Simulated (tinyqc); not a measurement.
Standing waves and exposure in a photoresist film: one step. Interface coefficients. Two cases, with inputs chosen for the exercise.

Task: Form N1, r01, t01 and r12.

Normal incidence from air. Unexposed resist: N1 = n1 + i k1 with k1 = (A + B) lam/(4 pi), lam in micrometres. r01 = (1 - N1)/(1 + N1), t01 = 2/(1 + N1). Below the resist lie the layer Na = na + i ka and the substrate Ns = ns + i ks: r12 = (r1a + ras x)/(1 + r1a ras x), x = exp(4 pi i Na da/lam), r1a = (N1 - Na)/(N1 + Na), ras = (Na - Ns)/(Na + Ns). With p = exp(2 pi i N1 d/lam), the field at depth z is E(z) = t01 [exp(2 pi i N1 z/lam) + r12 p^2 exp(-2 pi i N1 z/lam)]/(1 + r01 r12 p^2), the relative intensity I(z) = n1 |E(z)|^2 and the reflectance R = |(r01 + r12 p^2)/(1 + r01 r12 p^2)|^2.

Give: N1; r01; t01; r12; |r12|^2.

Case 1.

Values chosen (a resist on Si, indices near tabulated ones; shifted at random, so the results belong to these values and not to a real crystal): lam = 248 nm (vacuum wavelength); n1 = 1.76 (resist index); A = 0.08 1/micrometre (bleachable absorption (Dill A)); B = 0.94 1/micrometre (fixed absorption (Dill B)); d = 560 nm (resist thickness); ns = 1.58 (substrate n); ks = 3.636 (substrate k); na = 1.849 (n of the bottom antireflection layer); ka = 0.353 (its k); da = 28 nm (its thickness).

Result:

N1 = 1.76000+0.02013i
r01 = -0.2754-0.0053i
t01 = 0.7246-0.0053i
r12 = 0.3317+0.0258i
|r12|^2 = 0.1107

Next to the bottom the intensity swings by a factor ((1 + |r12|)/(1 - |r12|))^2 = 3.99 between antinode and node; without the layer |r12|^2 would be 0.5345.

Case 2.

Values chosen (a resist on Si, indices near tabulated ones; shifted at random, so the results belong to these values and not to a real crystal): lam = 193 nm (vacuum wavelength); n1 = 1.679 (resist index); A = 0.01 1/micrometre (bleachable absorption (Dill A)); B = 1.11 1/micrometre (fixed absorption (Dill B)); d = 184 nm (resist thickness); ns = 0.866 (substrate n); ks = 2.722 (substrate k); na = 1.821 (n of the bottom antireflection layer); ka = 0.315 (its k); da = 75 nm (its thickness).

Result:

N1 = 1.67900+0.01720i
r01 = -0.2535-0.0048i
t01 = 0.7465-0.0048i
r12 = 0.0673-0.0057i
|r12|^2 = 0.0046

Next to the bottom the intensity swings by a factor ((1 + |r12|)/(1 - |r12|))^2 = 1.31 between antinode and node; without the layer |r12|^2 would be 0.5706.

Computed by tinyqc, one run a case: `OMP_NUM_THREADS=1 python tinyqc.py N N+1 out.jsonl` with N = 1682644, 1682737; one thread of a shared Intel(R) Xeon(R) Processor @ 2.30GHz, about 0.01 s a run at most.
